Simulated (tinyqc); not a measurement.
## Dose and depth of a threshold implant

Question. A sheet of D acceptors per cm^2 lies at depth xi inside the depleted layer of a body doped Na. In the depletion approximation VT = Vfb + f2 + q D/Cox + gamma sqrt(f2 + Vsb - q D xi/(eps0 eps_r)), gamma = sqrt(2 eps0 eps_r q Na)/Cox, Cox = eps0 eox/tox. Find gamma, D and xi.

Inputs (values chosen for the exercise); band and dielectric values close to those of silicon:
- eps_r = 11.9 (relative permittivity)
- Na = 3.9e16 cm^-3 (acceptor density deep in the body)
- eox = 9.04 (relative permittivity of the gate insulator (close to aluminium oxide))
- tox = 14 nm (insulator thickness)
- Vfb = -0.37 V (flat-band voltage)
- f2 = 0.782 V (band bending 2 phiF at threshold)

Constants: q = 1.602176634e-19 C, eps0 = 8.8541878128e-14 F/cm where lengths are in cm. Results are converted to the units shown.

VT against the source at Vsb = 0 and 2.5 V (V): 0.63899480  0.83924381

Solution. With y^2 = f2 - q D xi/(eps0 eps_r) and d the difference of the thresholds over gamma, sqrt(y^2 + Vsb) - y = d gives y = (Vsb - d^2)/(2 d). The first threshold then gives D, and y^2 gives xi.

gamma = 0.2007 V^0.5
D = 2.700e11 cm^-2
xi = 52.00 nm

Computed by the program tinyqc: `OMP_NUM_THREADS=1 python tinyqc.py 2080061 2080062 out.jsonl`, one thread of a shared Intel Xeon 2.30GHz, about 0.4 s for the whole run.
